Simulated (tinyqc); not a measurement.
## Trap depth and cross-section from two peaks

Question. A DLTS peak lies where ew = sn g T^2 exp(-Et/kB T), g = vth Nc/(300 K)^2. Find Et and sn.

Parameters, values chosen for the exercise:
- Nc = 5.78e17 cm^-3 (conduction-band density of states at 300 K)
- vth = 4.2e7 cm/s (thermal velocity at 300 K)

Constants: q = 1.602176634e-19 C, kB = 1.380649e-23 J/K. Results are converted to the units shown.

peak temperatures for ew = 10 and 500 1/s (K): [187.19923, 223.87286]

Answer. The slope of ln(ew/T^2) against q/kB T is -Et, and the intercept is ln(sn g).

Et = 0.3500 eV
sn = 2.800e-15 cm^2

Program tinyqc, `OMP_NUM_THREADS=1 python tinyqc.py 2050138 2050139 out.jsonl`; Intel Xeon 2.30GHz, shared host, one thread, about 0.01 s.
